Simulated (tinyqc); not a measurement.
What moves the results: tight-binding t2g bands of a cubic perovskite. A value that a table varies takes the place of the one given here.

Orbitals yz, zx, xy (X, Y, Z below) times spin. E_xy = Dt + 2t (2 - cos x - cos y) + 2 td (1 - cos z) + 4 t2 (1 - cos x cos y) with x = kx a and so on; yz and zx follow by cyclic change, without Dt. Spin-orbit term -(Dso/3) L.sigma + Dso/3 with (L_k)_ij = -i epsilon_kij in X, Y, Z: for Dt = 0 the quartet lies at 0 and the doublet at Dso.

Constants: hbar^2/2m0 = 3.80998211 eV angstrom^2.

Values chosen for the exercise (of the size met in SrTiO3 and KTaO3; not measured data):
- t = 0.235 eV (strong hopping)
- td = 0.028 eV (weak hopping)
- t2 = 0.067 eV (diagonal hopping in the plane of the orbital)
- Dso = 0.025 eV (spin-orbit splitting at Gamma)
- Dt = -0.069 eV (shift of xy (tetragonal field or confinement))
- a = 3.881 angstrom (lattice constant)
- k = (0.01, 0.08, 0.01) 2 pi/a (wave vector)

## Bands along [100] with and without spin-orbit coupling

k = (x,0,0). The plain columns hold the three orbital energies without spin-orbit coupling, sorted.

Levels (eV):
```
x (2 pi/a)  plain 1  plain 2  plain 3   pair 1  pair 2  pair 3
0.00        -0.0690   0.0000   0.0000  -0.0624  0.0000  0.0184
0.02        -0.0632   0.0004   0.0058  -0.0567  0.0028  0.0220
0.04        -0.0458   0.0018   0.0232  -0.0396  0.0078  0.0359
0.06        -0.0172   0.0039   0.0518  -0.0121  0.0128  0.0629
0.10         0.0107   0.0719   0.1409   0.0175  0.0801  0.1509
0.15         0.0231   0.2352   0.3042   0.0309  0.2428  0.3138
0.20         0.0387   0.4409   0.5099   0.0467  0.4484  0.5195
0.30         0.0733   0.8971   0.9661   0.0815  0.9045  0.9755
0.50         0.1120   1.4070   1.4760   0.1202  1.4144  1.4854
```

At the zone edge the heavy yz band has risen by 0.112 eV (4 td) and the light ones by 1.476 eV (4t + 8 t2). Spin-orbit coupling mixes the orbitals while their spacing is below Dso = 0.025 eV: the lowest pair lies +6.5 meV from the plain band at x = 0.02 and +8.2 meV at the edge, where yz has parted from the other two and its offset tends to Dso/3 = 8.3 meV; zx and xy, 69 meV apart without the coupling, mix little there. With Dt < 0 the lowest plain band at Gamma is xy, and yz passes below it further out.

## Order of the levels against the shift of xy

Levels at Gamma, the xy weight of the lowest pair and its mass along [100] from m/m0 = c q^2/(E(q) - E(0)), q = 0.001 (2 pi/a).

At Gamma:
```
Dt (eV)  pair 1 (eV)  pair 2 (eV)  pair 3 (eV)  xy weight of pair 1  mass (m0)
-0.30        -0.2921       0.0000       0.0171                0.999      0.686
-0.15        -0.1425       0.0000       0.0175                0.995      0.687
-0.08        -0.0732       0.0000       0.0182                0.983      0.691
-0.03        -0.0250       0.0000       0.0200                0.926      0.710
-0.01        -0.0074       0.0000       0.0224                0.807      0.753
0.01          0.0000       0.0057       0.0293                0.000      1.275
0.03          0.0000       0.0115       0.0435                0.000      1.275
0.08          0.0000       0.0148       0.0902                0.000      1.275
0.15          0.0000       0.0157       0.1593                0.000      1.275
```

For Dt > 0 the lowest pair is the pure yz, zx combination at 0, with mass 1.275 at Dt = 0.15 eV. For Dt < 0 it gains xy weight, 0.81 at -0.01 and 1.00 at -0.3 eV, and its mass tends to the light value 0.686; the scale of the change is Dso = 0.025 eV.

## What each parameter does

The three pairs at k. Each row changes one parameter from the base and keeps the others.

Results:
```
case             pair 1 (eV)  pair 2 (eV)  pair 3 (eV)
base                  0.0141       0.0342       0.1031
t = 0.2585 eV         0.0150       0.0394       0.1090
td = 0.042 eV         0.0169       0.0349       0.1032
t2 = 0.087 eV         0.0155       0.0432       0.1131
Dso = 0.0325 eV       0.0145       0.0373       0.1071
Dt = -0.099 eV       -0.0016       0.0203       0.1028
```

The largest shifts from the base row, up to three for each result and ties (the steps differ in size, so this ranks the rows, not the parameters). pair 1 (eV): Dt -0.0157, td +0.0028, t2 +0.0014. pair 2 (eV): Dt -0.0139, t2 +0.0090, t +0.0052. pair 3 (eV): t2 +0.0099, t +0.0058, Dso +0.0039.

Program tinyqc; command `OMP_NUM_THREADS=1 python tinyqc.py 1482768 1482769 out.jsonl`; about 0.01 s on one thread of a shared Intel(R) Xeon(R) Processor @ 2.30GHz.
